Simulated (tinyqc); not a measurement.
# Worked calculation: FinFET, parasitic resistance, capacitance and delay

tinyqc, about 0.04 s, one thread, Intel Xeon 2.30GHz (shared host): `OMP_NUM_THREADS=1 python tinyqc.py 2170112 2170113 out.jsonl` Printed values are rounded.

Nf fins under one contact; each has gated perimeter p = 2 Hf + Wf and cross-section A = Hf Wf; contact width Wc = Nf pf, stack height Hs = Hf. Contact length Lc = CPP - Lg - 2 Lsp, shared by two neighbouring gates. Source and drain sides are equal. The formulas are first-order estimates, not field solutions.

Inputs (values chosen for the exercise); values close to those of silicon logic devices:
```
symbol,value,unit,meaning
T,300,K,temperature
Nf,3,,number of fins
Hf,50,nm,fin height
Wf,7,nm,fin width
pf,27,nm,fin pitch
CPP,60,nm,contacted gate pitch
Lg,20,nm,gate length
Lsp,5,nm,spacer length
ks,3.3,,relative permittivity of the spacer
Hc,25,nm,gate height above the channel stack
rc,1.9e-9,ohm cm^2,contact resistivity
re,0.00028,ohm cm,resistivity of the source-drain epitaxy
te,25,nm,current-carrying depth of the epitaxy
rx,0.00094,ohm cm,resistivity of the extension
Lov,1,nm,gate overlap
Cinv,2.5,uF/cm^2,inversion capacitance
vx,1.1e7,cm/s,injection velocity
mu,170,cm^2/(V s),apparent mobility
VT,0.21,V,threshold at zero drain voltage
dl,0.059,V/V,barrier lowering
n,1.26,,subthreshold factor
Cw,0.16,fF,wire load
Vdd,0.7,V,supply voltage
```

Constants: q = 1.602176634e-19 C, kB = 1.380649e-23 J/K, eps0 = 8.8541878128e-12 F/m, Vt = kB T/q. Results are converted to the units shown.

## Geometry and resistances

Epitaxy sheet resistance Rsh = re/te, transfer length LT = sqrt(rc/Rsh), contact Rc = [sqrt(rc Rsh)/Wc] coth(Lc/(2 LT)); extension of one fin Rx = rx Lsp/A. Effective width N p; for equal currents one side has Rc + Rx/N.

Lc = 30 nm
effective width = 321 nm
Rsh = 112 ohm
LT = 41.1877 nm
Rc = 163.232 ohm
Rx = 134.286 ohm
one side times effective width = 66.7660 ohm um

Lc/2 is 0.36 transfer lengths, and Rc is 4.4 % above the area limit rc/(Wc Lc/2). The contact makes up 78.5 % of one side.

## Capacitances

With N fins: gate Cg = Cinv p N Lg; per side, plate Cp = ks eps0 [Wc (Hs + Hc) - N A]/Lsp, top fringe Cf = (2/pi) ks eps0 Wc ln(1 + Lg/(2 Lsp)), overlap Co = Cinv p N Lov. Cs = Cp + Cf + Co. An inverter of two such devices driving an equal one has the load CL = 2 (Cg + 2 Cs) + 4 Cs + Cw (its own drains counted twice for the Miller effect).

Cg = 160.5 aF
Cp = 29.3649 aF
Cf = 1.65528 aF
Co = 8.025 aF
CL = 793.362 aF

The channel capacitance gives 40.5 % of CL, the parasitic parts 39.4 % and the wire 20.2 %.

## Iteration 1: fin currents at Vgs = Vdd, Vds = Vdd/2

I at the start (uA): fin 1 0, fin 2 0, fin 3 0

One fin: I = p Q vx u/(1 + |u|^1.8)^(1/1.8), Q = Cinv n Vt ln(1 + exp((Vg' - VT + dl Vd')/(n Vt))), u = Vd' mu/(vx Lg), Vg' = Vgs - v, Vd' = Vds - 2 v, with the drop on each side v = Rc (sum of I) + Rx I. I(new) = I(out).

drop v (mV): fin 1 0, fin 2 0, fin 3 0
I(out) (uA): fin 1 137.917, fin 2 137.917, fin 3 137.917
I after iteration 1 (uA): fin 1 137.917, fin 2 137.917, fin 3 137.917

## Iteration 2: fin currents at Vgs = Vdd, Vds = Vdd/2

As before.

drop v (mV): fin 1 86.0574, fin 2 86.0574, fin 3 86.0574
I(out) (uA): fin 1 95.1179, fin 2 95.1179, fin 3 95.1179
I after iteration 2 (uA): fin 1 95.1179, fin 2 95.1179, fin 3 95.1179

## Course of the iteration: fin currents at Vgs = Vdd, Vds = Vdd/2

Stop when the largest change of I is below 1e-6 uA, or after 80 iterations.

Course of the iteration:
```
iteration  total I (uA)  largest |change| of one entry (uA)
1               413.750                                 138
2               285.354                                42.8
3               331.754                                15.5
4               316.016                                5.25
5               321.466                                1.82
6               319.592                               0.625
7               320.238                               0.215
8               320.016                              0.0741
9               320.092                              0.0255
10              320.066                             8.79e-3
11              320.075                             3.03e-3
12              320.072                             1.04e-3
13              320.073                             3.59e-4
14              320.072                             1.24e-4
15              320.073                             4.26e-5
16              320.073                             1.47e-5
17              320.073                             5.06e-6
18              320.073                             1.74e-6
19              320.073                             6.00e-7
```

Converged in 19 iterations. At the end each change is about 0.34 times the one before: linear convergence.

## Effective current, delay and energy

IH = I(Vdd, Vdd/2) = 320.073 uA
IL = I(Vdd/2, Vdd), solved likewise = 129.744 uA

Ieff = (IH + IL)/2, delay CL Vdd/(2 Ieff), energy CL Vdd^2, with CL the load of an inverter that drives an equal one.

Ieff = 224.909 uA
delay = 1.23462 ps
energy = 388.747 aJ

Without any series resistance Ieff would be 285 uA, so the resistances cost 21.1 %.
